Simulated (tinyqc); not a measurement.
Inside a calculation. Method: bound state in one dimension: Numerov shooting, finite differences, DVR. Computed by tinyqc, a small Python program that keeps every step. Settings: points = 48. Command: `OMP_NUM_THREADS=1 python tinyqc.py 30568 30569 out.jsonl` (the two numbers bound the seeds that draw the settings). One thread of a shared host (Intel(R) Xeon(R) Processor @ 2.60GHz), about 0.01 s of CPU time with the checks.

## Numerov steps at E = 0.1

One particle of mass 1 in V = 6.66 (1 - exp(-0.65 x))^2 (atomic units), psi = 0 at both ends:
```
parameter                 value
left end              -1.600000
right end                     7
intervals                    48
h                      0.179167
state sought (nodes)          1
```

k_i = 2 m (E - V_i); (1 + h^2 k_(i+1)/12) y_(i+1) = 2 (1 - 5 h^2 k_i/12) y_i - (1 + h^2 k_(i-1)/12) y_(i-1), from y_0 = 0, y_1 = 0.001.

Points along the way:
```
i           x          V           k         y
0   -1.600000  22.284592  -44.369185  0.000000
1   -1.420833  15.350705  -30.501410  0.001000
2   -1.241667  10.262910  -20.325820  0.002978
3   -1.062500   6.593063  -12.986126  0.006896
4   -0.883333   4.006877   -7.813755  0.013657
5   -0.704167   2.243886   -4.287772  0.023785
16   1.266667   2.096296   -3.992592  0.309758
17   1.445833   2.472427   -4.744854  0.422067
18   1.625000   2.833299   -5.466599  0.600030
19   1.804167   3.175170   -6.150340  0.885666
20   1.983333   3.495833   -6.791666  1.350325
21   2.162500   3.794217   -7.388434  2.116719
```

## Bisection on the node count

With more sign changes than the state has nodes (the last point included) the energy is too high, else too low; the bracket starts as 0.1 to 10.

Trials:
```
trial           E  sign changes  y at the right end   next
1      5.05000000             3           -2.53e+00  lower
2      2.57500000             1           -6.07e+03  raise
3      3.81250000             2            1.62e+02  lower
4      3.19375000             2            2.29e+02  lower
5      2.88437500             1           -1.05e+03  raise
6      3.03906250             1           -1.50e+02  raise
7      3.11640625             2            8.63e+01  lower
8      3.07773437             1           -1.83e+01  raise
9      3.09707031             2            3.71e+01  lower
10     3.08740234             2            1.02e+01  lower
11     3.08256836             1           -3.84e+00  raise
12     3.08498535             2            3.24e+00  lower
13     3.08377686             1           -2.88e-01  raise
14     3.08438110             2            1.48e+00  lower
...           ...           ...                 ...    ...
28     3.08387499             1           -8.40e-05  raise
29     3.08387501             1           -3.00e-05  raise
30     3.08387502             1           -2.96e-06  raise
```

eigenvalue = 3.08387502 hartree

## The same grid by other methods

Three-point finite differences and the sine-DVR kinetic matrix of Colbert and Miller on the same points.

Lowest levels (hartree):
```
state  finite differences       DVR
0                1.128612  1.133578
1                3.066670  3.084094
2                4.582856  4.612301
3                5.685538  5.717860
```
